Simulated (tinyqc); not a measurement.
Interdiffusion in a binary couple: Darken equations, Kirkendall shift and Boltzmann-Matano analysis: one step, computed by the program tinyqc. Command: `OMP_NUM_THREADS=1 python tinyqc.py 3020888 3020889 out.jsonl darken walk`. One thread of a shared host (Intel(R) Xeon(R) Processor @ 2.30GHz), about 0.01 s of CPU time with the checks.

x is the mole fraction of B; the molar volume is constant, and the two halves are long enough to count as infinite.

Question. Boltzmann-Matano diffusivity. D~(x) = area/(2 t slope), with z counted from the original interface (the Matano plane); 1 um^2 = 1e-12 m^2.

Inputs (values chosen for the exercise, for a model alloy A-B): temperature T = 1260 K; time t = 520000 s.

area -int z dx from x_L to the local x = 16.96620 um

slope dx/dz at the local x = 7.536945e-04 1/um

Give: D~ from the profile.

Answer.

D~ from the profile = 2.164e-14 m^2/s
